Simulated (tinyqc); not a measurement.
Plane-wave Kohn-Sham cycle with exchange-only LDA in a layered model solid, step by step. One step of it, computed by the program tinyqc.

Question. Iteration 1: Hamiltonian at one k. H(m,m') = (k + G_m)^2/2 delta + V(G_m - G_m'), with V(-G) = V(G).

A solid whose potential varies along x alone (atomic units):
```
parameter                      value
period a                    9.100000
cross-section of the cell  25.000000
electrons per cell                 2
grid points                       16
plane waves -n..n, n               2
k points                           3
V1 in V1 cos(2 pi x/a)     -0.440000
```

V(G_m), m = 0, 1, 2, ... (hartree): -0.203239  -0.220000  0.000000  0.000000  0.000000

k = 0.000000 2 pi / a

Give: H.

Answer.

H (hartree):
```
        -2      -1      +0      +1      +2
-2   0.750  -0.220   0.000   0.000   0.000
-1  -0.220   0.035  -0.220   0.000   0.000
+0   0.000  -0.220  -0.203  -0.220   0.000
+1   0.000   0.000  -0.220   0.035  -0.220
+2   0.000   0.000   0.000  -0.220   0.750
```
